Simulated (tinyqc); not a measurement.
Bulk transistor, scale length and short-channel effects: two steps of the calculation.

A gate, an insulator of thickness ti and a depleted layer of depth ts on a conducting body. Below threshold the potential that source and drain add obeys Laplace's equation and vanishes on the gate and at the bottom of the depleted layer. Its lowest mode decays along the channel as exp(-k y); k is the smallest positive root of the matching condition at the interface, and the scale length is Lambda = pi/k.

Inputs (values chosen for the exercise); permittivities: semiconductor close to that of gallium nitride, insulator close to that of hafnium oxide: temperature T = 325 K; relative permittivity of the semiconductor eps_r = 9.44; relative permittivity of the insulator ei = 22; insulator thickness ti = 5.5 nm; depletion depth ts = 21 nm; channel length L = 71 nm; potential of the source Vbi = 1.03 V; potential of the barrier top at threshold sT = 0.36 V; long-channel threshold VTL = 0.33 V; long-channel body factor m = 1.11; drain voltage Vds = 0.8 V.

Constants: q = 1.602176634e-19 C, kB = 1.380649e-23 J/K, Vt = kB T/q. Results are converted to the units shown.

Problem 1. Decay constant by Newton steps. f(k) = eps_r sin(k ti) cos(k ts) + ei cos(k ti) sin(k ts); f' by a central difference with +/- 1e-5 1/nm; k(new) = k - f/f'.

k at the start = 0.1425 1/nm

Wanted: f; f'; k after iteration 1.

Solution 1.

f = -4.2756
f' = -393.43 nm
k after iteration 1 = 0.13163 1/nm

Problem 2. Threshold shift, barrier position and swing. Along the channel psi(y) = s + a exp(y/l) + b exp(-y/l) with psi(0) = Vbi, psi(L) = Vbi + Vds and l = 1/k = Lambda/pi; with A = Vbi - s, B = A + Vds, x = exp(-L/l): a = (B - A x) x/(1 - x^2), b = (A - B x)/(1 - x^2). The minimum is s + 2 sqrt(a b), at y = (l/2) ln(b/a). The long-channel potential follows the gate as s = sT + (Vg - VTL)/m, and the threshold VT is the gate voltage at which the minimum equals sT. Swing = m Vt ln 10/g at threshold, g = d(minimum)/ds = 1 - (b x + a)/((1 + x) sqrt(a b)).

l = 7.5626665 nm

Wanted: s at threshold; a; b; position of the minimum; VT; swing.

Solution 2.

s at threshold = 0.34148 V
a = 1.2459e-4 V
b = 0.68840 V
position of the minimum = 32.584 nm
VT = 0.30944 V
swing = 73.017 mV/decade

The threshold lies 20.6 mV below the long-channel value, and the barrier top sits at 0.46 L from the source.

Program tinyqc, `OMP_NUM_THREADS=1 python tinyqc.py 2420121 2420122 out.jsonl`; Intel Xeon 2.30GHz, shared host, one thread, about 0.01 s.
